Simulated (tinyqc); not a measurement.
Longitudinal sound in a periodic multilayer: transfer matrices, stop bands and folded phonons: one step, computed by the program tinyqc.

Layers 1 and 2 repeat with period d = d_1 + d_2; waves travel normal to the layers, without loss. State vector (u, s): displacement u and stress divided by omega. Impedances Z = rho v are in 1e6 kg/(m^2 s).

Problem. Transmission through N periods. A layer maps (u, s) by [[cos p, sin p/Z], [-Z sin p, cos p]], p = 2 pi f d_i/v_i; one period is M = M_2 M_1, and cos(q d) = trace(M)/2. For N periods A = M^N. A wave comes from a thick layer of material 1 and leaves into the substrate (Z_s): transmitted power T = 4 Z_1 Z_s/|Z_1 A_22 + Z_s A_11 - i (Z_1 Z_s A_12 - A_21)|^2, reflected power R = 1 - T.

Inputs (values chosen for the exercise, modelled on gallium arsenide (layer 1), aluminium arsenide (layer 2) and gallium arsenide (substrate)):
```
quantity       value  unit
velocity v_1    4800   m/s
thickness d_1   20.6    nm
velocity v_2    5650   m/s
thickness d_2   24.6    nm
periods N          3     -
frequency f     35.2   GHz
```

M:
```
            1           2
1  -0.4605395  0.04035377
2   -22.16827  -0.2289200
```

Z_2 = 21.5265

Z_1 = 25.584

Z of the substrate = 25.1328

Give: A = M^N; transmitted power T; T in decibel.

Solution.

A = M^N:
```
        1         2
1  0.9311  -0.02117
2   11.63    0.8096
```

transmitted power T = 0.9957

T in decibel = -0.01880 dB
